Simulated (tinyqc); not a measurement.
# Worked calculation: AlGaN/GaN HEMT with access regions, lumped model

tinyqc, about 0.01 s, one thread, Intel Xeon 2.30GHz (shared host): `OMP_NUM_THREADS=1 python tinyqc.py 2570126 2570127 out.jsonl` Printed values are rounded.

A polarisation-induced electron sheet under a Schottky gate, in series with two ungated access regions and contacts. Drift law v = mu E/(1 + mu E/vs) under the gate. Currents in mA/mm, resistances in ohm mm. No self-heating, no channel-length modulation; fits for polarisation, barrier and offset are chosen for the exercise.

Values chosen for this exercise; values close to those of AlGaN/GaN structures: aluminium share of the barrier x = 0.3; barrier thickness d = 12 nm; relative permittivity of barrier and channel eps_r = 9.1; channel mobility mu = 1500 cm^2/(V s); saturation velocity vs = 1.1e7 cm/s; gate length Lg = 0.15 um; source access length Ls = 1 um; drain access length Ld = 16 um; resistance of each contact Rc = 0.35 ohm mm; share of the drain-access electrons removed by traps ft = 0; gate voltage Vg = 0.5 V; critical field Ec = 3 MV/cm; depth over which the depleted charge spreads te = 0.31 um; insulator under the field plate tf = 50 nm; relative permittivity of that insulator ei = 7.5.

Constants: q = 1.602176634e-19 C, eps0 = 8.8541878128e-14 F/cm where lengths are in cm. Results are converted to the units shown.

## Polarisation charge, threshold and sheet resistance

sigma = (5e13 x + 1.6e13 x^2) cm^-2, phiB = 0.84 + 1.3 x, dEc = 0.7 (1.71 x + x^2) in volts, Cb = eps0 eps_r/d, VT = phiB - dEc - q sigma/Cb, access density n0 = -Cb VT/q. Rsh = 1/(q mu n0); largest access current q n0 vs.

sigma = 1.644e13 cm^-2
Cb = 0.6714426 uF/cm^2
VT = -3.114965 V
n0 = 1.305424e13 cm^-2
Rsh = 318.7475 ohm
q n0 vs = 2300.672 mA/mm

## On-resistance and breakdown

sigma = (5e13 x + 1.6e13 x^2) cm^-2, phiB = 0.84 + 1.3 x, dEc = 0.7 (1.71 x + x^2) in volts, Cb = eps0 eps_r/d, VT = phiB - dEc - q sigma/Cb, access density n0 = -Cb VT/q. Ron = 2 Rc + Ls/(q mu n0) + Ld/(q mu (1 - ft) n0) + Lg/(mu Cb (Vg - VT)). Off state: a depleted stretch that holds the voltage V has the peak field sqrt(k V), k = 2 q n0/(eps0 eps_r te), so one edge holds V1 = Ec^2/k. The sheet under the plate pinches off at Vf = q n0 (1/Cb + tf/(eps0 ei)); beyond it the gate edge is screened. BV = V1 if Vf >= V1, else Vf + V1, and at most Ec Ld. Specific resistance Ron (Ls + Lg + Ld); figure of merit BV^2 over it.

Ron = 6.159906 ohm mm
Vf = 18.86284 V
V1 = 53.74058 V
BV = 72.60342 V
specific resistance = 1.056424 mohm cm^2
figure of merit = 4.989717 MW/cm^2

The plate raises BV by a factor of 1.35.
